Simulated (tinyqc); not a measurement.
Threshold-voltage variability of a planar MOSFET, analytic estimates: one step of the calculation.

Three independent sources add in quadrature: random dopants in the depleted layer, metal-gate grains of two orientations, and roughness of the two gate edges acting through the roll-off VT = VT(long) - Vr exp(-L/l). These are first-order estimates: no three-dimensional electrostatics, no percolation.

Question. Margin in standard deviations for the wanted yield. Cells fail independently with probability Q(k) = erfc(k/sqrt(2))/2 when the margin is k standard deviations, and Y = exp(-Nb Q(k)). phi = exp(-k^2/2)/sqrt(2 pi). Newton steps on ln Q(k) = ln(-ln(Y)/Nb): k(new) = k + [ln Q - ln(-ln(Y)/Nb)] Q/phi.

Parameters, values chosen for the exercise:
```
symbol,value,unit,meaning
Nb,8388608,,number of cells
Y,0.87,,wanted yield
```

k after iteration 1 = 5.7875967

Wanted: Q(k); phi; k after iteration 2.

Answer.

Q(k) = 3.570e-9
phi = 2.125e-8
k after iteration 2 = 5.529

Program tinyqc, `OMP_NUM_THREADS=1 python tinyqc.py 2090088 2090089 out.jsonl`; Intel Xeon 2.30GHz, shared host, one thread, about 0.01 s.
